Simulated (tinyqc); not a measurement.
Transmission against field: band-to-band tunnelling across a p-n junction in a two-band chain.

Sites alternate A at -Eg/2 and C at +Eg/2 with hopping -t; near the edges, with k counted from the zone boundary pi/a, E^2 = (Eg/2)^2 + (t a k)^2, so t = sqrt(c Eg/m)/a gives the mass m, c = hbar^2/2m0. In the gap cosh(q a) = 1 + (Eg^2/4 - e^2)/(2 t^2), e the energy from the local mid-gap. The potential is V0 = Eg + ov on the p side (left), 0 on the n side, and falls linearly over the 2N sites of the junction, V_j = V0 (1 - j/(2N + 1)), j = 1 to 2N, site 1 being A. E = Eg/2 + x ov. A half chain that ends on a site of level e1 with neighbour e2 has g = (1 + z)/(E - e1), z = exp(-/+ i k a) the root with Im g < 0, cos(k a) = (E - e1)(E - e2)/(2 t^2) - 1. S_L = t^2 g (ending on C, shifted by V0), S_R = t^2 g (starting on A). T = 4 Im(S_L) Im(S_R) |G_(1,2N)|^2.

Constants: hbar^2/2m0 = 3.80998211 eV angstrom^2.

Parameters, chosen for this exercise (gap and mass near those of Ge (direct gap); the results hold for these values, not for the real material):

| symbol | value | unit | meaning |
|---|---|---|---|
| Eg | 0.803 | eV | gap |
| m | 0.0414 | m0 | mass of electron and light hole |
| a | 5 | angstrom | period (two sites) |
| ov | 0.43 | eV | overlap: top of the valence band on the p side above the conduction edge on the n side |
| x | 0.25 |  | energy above the n-side conduction edge, as a share of ov |

N is varied at fixed V0 and E. WKB: exp(-2 I/F) with I = pi Eg^2/(8 t a), F = V0/((2N + 1) a/2); this is the Landau-Zener result for a uniform field.

Against N:

| N | F (MV/cm) | exponent | T, chain | T, WKB | ratio |
|---|---|---|---|---|---|
| 5 | 4.484 | 1.314 | 0.306 | 0.269 | 1.138 |
| 8 | 2.901 | 2.031 | 0.171 | 0.131 | 1.303 |
| 12 | 1.973 | 2.986 | 0.0686 | 0.0505 | 1.360 |
| 18 | 1.333 | 4.420 | 0.0159 | 0.0120 | 1.319 |
| 26 | 0.931 | 6.331 | 0.00224 | 0.00178 | 1.256 |
| 38 | 0.641 | 9.197 | 0.000126 | 0.000101 | 1.240 |
| 55 | 0.444 | 13.259 | 2.13e-06 | 1.75e-06 | 1.218 |
| 80 | 0.306 | 19.231 | 4.67e-09 | 4.45e-09 | 1.051 |

T falls from 0.306 at 4.48 to 4.67e-09 at 0.31 MV/cm. ln T against 1/F has slope -5.989 MV/cm between the rows N = 38 and 80, against -2I = -5.891. The ratio to WKB stays between 1.05 (N = 80) and 1.36 (N = 12): the exponent decides, and the ratio holds the reflections where the field begins and ends and the lattice correction to q, which scales the exponent and so grows with N.

Run: tinyqc, `OMP_NUM_THREADS=1 python tinyqc.py 1481710 1481711 out.jsonl`; Intel(R) Xeon(R) Processor @ 2.30GHz, one thread, shared host; about 0.01 s of CPU time with all checks.
